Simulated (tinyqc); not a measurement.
Domain walls in a thin film with perpendicular anisotropy: Bloch, Neel and chiral walls, motion and stripe domains: one step, computed by the program tinyqc. Command: `OMP_NUM_THREADS=1 python tinyqc.py 3031281 3031282 out.jsonl mwall walk`. One thread of a shared host (Intel(R) Xeon(R) Processor @ 2.30GHz), about 0.01 s of CPU time with the checks.

One-dimensional wall: polar angle theta(x), azimuth phi of the moment in the wall (phi = 0 Neel, 90 degrees Bloch). mu_0 = 1.25663706212e-6 T m/A, gamma = 1.76085963023e11 rad/(s T).

Task: Velocity under current. Spin-orbit drive: B_SL = hbar theta_SH J/(2 e M_s t) acts as the field (pi/2) B_SL cos(phi). Steady state: v = (gamma Delta/alpha)(pi/2) B_SL cos(phi) = gamma Delta [B_D sin(phi) - (B_K/2) sin(2 phi)], B_K = 2 K_D/M_s, B_D = pi D/(2 M_s Delta); the root with phi between its rest value and 90 degrees; v saturates at v_D = gamma Delta B_D.

Inputs (values chosen for the exercise, for a model film):
```
quantity,value,unit
saturation magnetisation M_s,1370,kA/m
DMI constant D,0.15,mJ/m^2
thickness t,2.4,nm
damping alpha,0.055,-
current density J,0.35,1e12 A/m^2
spin Hall angle theta_SH,0.13,-
```

Drive: spin-orbit torque.

K_D = 47.01895 kJ/m^3

width parameter Delta = 13.28113 nm

azimuth phi = 79.12557 degrees

Constants: hbar = 1.054571817e-34 J s; e = 1.602176634e-19 C.

Give: B_SL; azimuth in motion; velocity; saturation velocity v_D.

Result:

B_SL = 4.554 mT

azimuth in motion = 86.27 degrees

velocity = 19.80 m/s

saturation velocity v_D = 30.28 m/s

v is 65 % of v_D: still rising with current. Caution: pinning, heating and tilting of the wall are left out.
